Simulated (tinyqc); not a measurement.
## Interface states from two metals

Question. Schottky barriers follow phi = S (pM - chi) + (1 - S) E0, S = 1/(1 + q Ds dl/(eps0 ei)). Find S, E0 and Ds.

Parameters, values chosen for the exercise; material values those of a made-up semiconductor:
```
symbol,value,unit,meaning
chi,3.64,eV,electron affinity
dl,0.38,nm,thickness of the interface layer
ei,2.2,,its relative permittivity
```

Constants: q = 1.602176634e-19 C, eps0 = 8.8541878128e-14 F/cm where lengths are in cm. Results are converted to the units shown.

phi for pM = 4.36 and 5.01 eV (eV): [0.69664456, 1.2776398]

Solution. The slope is S, and either point then gives E0.

S = 0.8938
E0 = 0.5000 eV
Ds = 3.800e12 cm^-2 eV^-1

tinyqc, about 0.01 s, one thread, Intel Xeon 2.30GHz (shared host): `OMP_NUM_THREADS=1 python tinyqc.py 2430052 2430053 out.jsonl`
